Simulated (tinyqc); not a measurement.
Ellipsometry and reflectance of a transparent film on an absorbing substrate: one step of the calculation.

Air (index 1), film, substrate with N2 = n2 - i k2; time factor exp(+i w t). q_j = sqrt(N_j^2 - sin^2 th), root with positive real part. Fresnel coefficients r_s = (q_a - q_b)/(q_a + q_b), r_p = (N_b^2 q_a - N_a^2 q_b)/(N_b^2 q_a + N_a^2 q_b). tan(Psi) exp(i Delta) = R_p/R_s, Delta taken from 0 to 360 degrees.

Problem. Interface coefficients and thickness period. q0, q1, q2 and the coefficients r01 and r12 for p and s; the results repeat in d with the period lam/(2 q1).

Inputs (values chosen for the exercise); indices close to those of hafnium oxide on silicon: wavelength lam = 546.1 nm; angle of incidence th = 60 degrees; index of the transparent film n1 = 2.045; index of the substrate n2 = 4.086; extinction coefficient of the substrate k2 = 0.031.

Find: q0; q1; q2; r01,p; r01,s; r12,p; r12,s; period.

Solution.

q0 = 0.50000
q1 = 1.8526
q2 = 3.9932-0.0317i
r01,p = 0.060463
r01,s = -0.57493
r12,p = 0.29878-0.00329i
r12,s = -0.36620+0.00344i
period = 147.39 nm

Computed by the program tinyqc: `OMP_NUM_THREADS=1 python tinyqc.py 2870106 2870107 out.jsonl`, one thread of a shared Intel Xeon 2.30GHz, about 0.01 s for the whole run.
